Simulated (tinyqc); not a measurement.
Interface traps by the conductance method, a continuum of levels: one step of the calculation.

MOS capacitor on an n-type substrate; psi is the band bending, negative in depletion; only majority carriers are counted. The traps exchange electrons with the conduction band; their admittance lies in parallel with Cd, and that pair in series with Cox and Rs. w = 2 pi f.

Question. Parallel conductance and capacitance. With x = w tau: Gp/w = Cit ln(1 + x^2)/(2 x), Cp = Cd + Cit arctan(x)/x.

Values chosen for this exercise:

| symbol | value | unit | meaning |
|---|---|---|---|
| f | 1100 | Hz | signal frequency |

Cd = 43.599912 nF/cm^2
tau = 4.7988873e-4 s
Cit = 288.39179 nF/cm^2

Give: x; Gp/w; Cp.

Answer.

x = 3.317
Gp/w = 108.0 nF/cm^2
Cp = 154.7 nF/cm^2

The peak of Gp/w lies at x = 1.98 with the height 0.402 Cit; this frequency gives 0.375 Cit.

Program tinyqc, `OMP_NUM_THREADS=1 python tinyqc.py 2030126 2030127 out.jsonl`; Intel Xeon 2.30GHz, shared host, one thread, about 0.01 s.
